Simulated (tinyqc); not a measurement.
Thin film between two gates, subbands and threshold shift from confinement: one step of the calculation.

Undoped body with a flat potential across it, hard walls, transport along x. One isotropic valley (g = 1, mx = my = mz = me). Non-parabolicity enters the subband edges through E (1 + al E) = gamma, so E = 2 gamma/(1 + sqrt(1 + 4 al gamma)); motion within a subband is taken as parabolic with the band-edge mass. Energies are counted from the bulk band edge.

Problem. Threshold shift. Each subband has N_k = g sqrt(mx my) m0 kB T/(pi hbar^2); without degeneracy n = exp(EF/Vt) sum N_k exp(-E_k/Vt). Classical value Nc times t, Nc = sum over valleys of 2 g (m m0 kB T/(2 pi hbar^2))^1.5 with m = (mx my mz)^(1/3). Threshold shift dVT = Vt ln(classical value/sum N_k exp(-E_k/Vt)). Use the subbands listed.

Values chosen for this exercise; masses close to those of GaAs:

| symbol | value | unit | meaning |
|---|---|---|---|
| T | 300 | K | temperature |
| me | 0.0674 | m0 | mass at the band edge |
| t | 13.7 | nm | film thickness (along z) |

Constants: q = 1.602176634e-19 C, kB = 1.380649e-23 J/K, hbar = 1.054571817e-34 J s, m0 = 9.1093837015e-31 kg, Vt = kB T/q. Results are converted to the units shown.

E_k, subband 1 to 5 (eV): [0.029229456, 0.11166755, 0.23538840, 0.38819601, 0.56074946]
N_k, subband 1 to 5 (cm^-2): [7.2786567e11, 7.2786567e11, 7.2786567e11, 7.2786567e11, 7.2786567e11]

Wanted: shares; sum N_k exp(-E_k/Vt); Nc; classical value; dVT.

Solution.

shares, subband 1 to 5 (%): [96.009, 3.957, 0.033, 0.000, 0.000]
sum N_k exp(-E_k/Vt) = 2.4474e11 cm^-2
Nc = 4.3910e17 cm^-3
classical value = 6.0156e11 cm^-2
dVT = 23.250 mV

tinyqc, about 0.03 s, one thread, Intel Xeon 2.30GHz (shared host): `OMP_NUM_THREADS=1 python tinyqc.py 2350071 2350072 out.jsonl`
